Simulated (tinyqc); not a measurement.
Switching kinetics of a ferroelectric film and the memory window of a ferroelectric gate stack. From one set of inputs to another, one input at a time. Computed by tinyqc, a small Python program. Command: `OMP_NUM_THREADS=1 python tinyqc.py 3002421 3002422 out.jsonl feswitch ladder`. One thread of a shared host (Intel(R) Xeon(R) Processor @ 2.30GHz), about 0.05 s of CPU time with the checks.

Fields in MV/cm; 1 microcoulomb/cm^2 over eps_0 is 11.29409 MV/cm. In the stack (metal, ferroelectric, interlayer, channel) the channel is taken as a conductor.

The inputs printed are set A. Inputs not listed in the table keep their values of set A, so the rows need not describe a real material.

Inputs (values chosen for the exercise, for a model hafnia-based film):

| quantity | value | unit |
|---|---|---|
| saturation polarisation P_s | 27 | microcoulomb/cm^2 |
| ratio P_r/P_s | 0.73 | - |
| coercive field E_c | 0.86 | MV/cm |
| permittivity of the ferroelectric eps_F | 32 | - |
| thickness t_F | 8.9 | nm |
| permittivity of the interlayer eps_I | 3.9 | - |
| interlayer thickness t_I | 0.68 | nm |
| share s of P screened by trapped charge | 0.92 | - |
| pulse height V | 4.6 | V |
| time constant t_inf | 1e-09 | s |
| activation field E_a | 5.9 | MV/cm |
| Merz exponent alpha | 1 | - |
| dimension n | 2 | - |
| half width w of log10 t | 0.34 | - |
| pulse length t_p | 0.0003 | s |
| breakdown field of the interlayer | 17 | MV/cm |

Kinetics: nucleation-limited (NLS).

Method. Series stack: V = E_F t_F + E_I t_I and eps_I E_I = eps_F E_F + (1 - s) P/eps_0. Before switching P = -P_r, after it P = +P_s; in retention V = 0 and P = +P_r. Merz's law: t1 = t_inf exp[(E_a/E)^alpha] at the mean of the fields before and after switching. NLS: switched share = integral of [1 - exp(-(t/tau)^n)] F(z) dz over z = log10 tau, with the Lorentzian F = (1/pi) w/[(z - log10 t1)^2 + w^2].

Each row keeps all changes above it:

| input moved | from | to | depolarising field in retention (MV/cm) | E_F after switching (MV/cm) | switched share |
|---|---|---|---|---|---|
| set A | - | - | 0.2144 | 2.883 | 0.9774 |
| activation field E_a (MV/cm) | 5.9 | 3.6 | 0.2144 | 2.883 | 0.9788 |
| ratio P_r/P_s | 0.73 | 0.89 | 0.2614 | 2.883 | 0.9788 |
| thickness t_F (nm) | 8.9 | 18 | 0.1605 | 1.770 | 0.9774 |
| permittivity of the interlayer eps_I | 3.9 | 7.5 | 0.0942 | 2.095 | 0.9778 |
| permittivity of the ferroelectric eps_F | 32 | 27 | 0.0963 | 2.141 | 0.9779 |
| share s of P screened by trapped charge | 0.92 | 0.65 | 0.4212 | 1.776 | 0.9779 |
| interlayer thickness t_I (nm) | 0.68 | 0.72 | 0.4428 | 1.736 | 0.9779 |

Which inputs carry the difference?

Depolarising field in retention goes from 0.214 to 0.443, a factor 2.07 in all. The largest single move comes from share s of P screened by trapped charge (a factor 4.38), and permittivity of the interlayer eps_I works against it (a factor 0.587). E_F after switching goes from 2.88 to 1.74, a factor 0.602 in all. The largest single move comes from thickness t_F (a factor 0.614), and permittivity of the interlayer eps_I works against it (a factor 1.18). The single moves hold for this order of the switches; the total does not depend on the order.

Caution (rows set A, activation field E_a, ratio P_r/P_s, thickness t_F, share s of P screened by trapped charge, interlayer thickness t_I): the interlayer field exceeds its breakdown field, so charge injection would change the fields.

Extremes, crossings and ranges named in words are read from the listed rows.
